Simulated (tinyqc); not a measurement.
Width and zero-phonon weight against temperature: configuration-coordinate model of a defect: Huang-Rhys factor and luminescence line shape. Computed by tinyqc, a small Python program. Command: `OMP_NUM_THREADS=1 python tinyqc.py 3005683 3005684 out.jsonl ccline walk`. One thread of a shared host (Intel(R) Xeon(R) Processor @ 2.30GHz), about 0.02 s of CPU time with the checks.

Ground state E_g(Q) = (1/2) omega_g^2 Q^2; excited state E_e(Q) = E_0 + (1/2) omega_e^2 (Q - dQ)^2 with omega_e = omega_g and E_0 = E_ZPL. Q is mass-weighted; the dipole does not depend on Q (Condon approximation).

Inputs (values chosen for the exercise, for a model defect): zero-phonon energy E_ZPL = 0.826 eV; displacement dQ = 0.365 u^(1/2) angstrom; ground-state phonon hbar omega_g = 43.4 meV.

Modes: equal frequencies in both states.

Constants: hbar^2/u = 4.18015928e-03 eV angstrom^2; k_B = 8.617333262e-05 eV/K.

Method:
- S = hbar omega dQ^2/(2 hbar^2/u) for each state; relaxation energy S hbar omega; absorption at E_0 + S_e hbar omega_e, emission at E_0 - S_g hbar omega_g; the Stokes shift is their difference.
- Overlaps <m_e|n_g> of harmonic-oscillator functions (Hermite recursion, positive leading coefficients) by a sum over an even grid (700 points from x = -9 to 9 + d for the small table, 1500 points from -16 to 16 + d for the thermal sums), with x = Q sqrt(omega_g/hbar), d = sqrt(2 S_g) and frequency ratio omega_e/omega_g.
- Initial levels m = 0..24 carry Boltzmann weights exp(-m hbar omega_e/k_B T), normalised; final levels n = 0..79; a line lies at E_ZPL + m hbar omega_e - n hbar omega_g with weight w_m <m|n>^2. Moments are taken over these weights without the E^3 factor; FWHM = 2 sqrt(2 ln 2) x standard deviation; the zero-phonon weight is the sum of w_m <m|m>^2.
- For comparison: FWHM(0) sqrt(coth(hbar omega_e/2 k_B T)) with FWHM(0) from the first row, and exp(-S_g coth(hbar omega_e/2 k_B T)).

S_g = 0.691596

Against temperature:
```
T (K),mean energy (eV),FWHM (eV),coth law (eV),zero-phonon weight,exp(-S coth)
25,0.79598,0.08499,0.08499,0.50078,0.50078
76,0.79598,0.08510,0.08510,0.50018,0.49986
150,0.79598,0.08800,0.08800,0.48496,0.47640
250,0.79598,0.09720,0.09720,0.43987,0.40475
400,0.79598,0.11380,0.11380,0.37125,0.28938
600,0.79598,0.13494,0.13494,0.30617,0.17491
860,0.79598,0.15928,0.15928,0.25469,0.08812
```

What follows from these numbers?

The width grows by a factor 1.87, flat while k_B T is well below hbar omega and as sqrt(T) above; for equal frequencies the coth law is exact. The mean energy stays fixed, as it must for equal frequencies. The zero-phonon weight goes from 0.501 to 0.255; the single exponential assumes equal frequencies, leaves out lines that absorb and emit the same number of phonons, and falls to 0.0881.
